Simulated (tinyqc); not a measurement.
Donor in an ellipsoidal valley (Kohn-Luttinger variational method): one step, computed by the program tinyqc. Command: `OMP_NUM_THREADS=1 python tinyqc.py 3012764 3012765 out.jsonl kohnlutt walk`. One thread of a shared host (Intel(R) Xeon(R) Processor @ 2.30GHz), about 0.04 s of CPU time with the checks.

H = -(d^2/dx^2 + d^2/dy^2) - gamma d^2/dz^2 - 2/r in units built on m_t, with gamma = m_t/m_l and z along the valley axis. One valley; no valley-orbit or central-cell term.

Question. Effective units. Ry* = Ry m_t/eps^2, a* = a_0 eps/m_t, gamma = m_t/m_l.

Inputs (values chosen for the exercise, modelled on germanium): transverse mass m_t = 0.0831 m_0; longitudinal mass m_l = 1.59 m_0; dielectric constant eps = 15.

Constants: Ry = 13.605693123 eV; a_0 = 0.529177210903 angstrom.

Give: Ry*; a*; gamma.

Answer.

Ry* = 5.0250 meV

a* = 95.519 angstrom

gamma = 0.052264
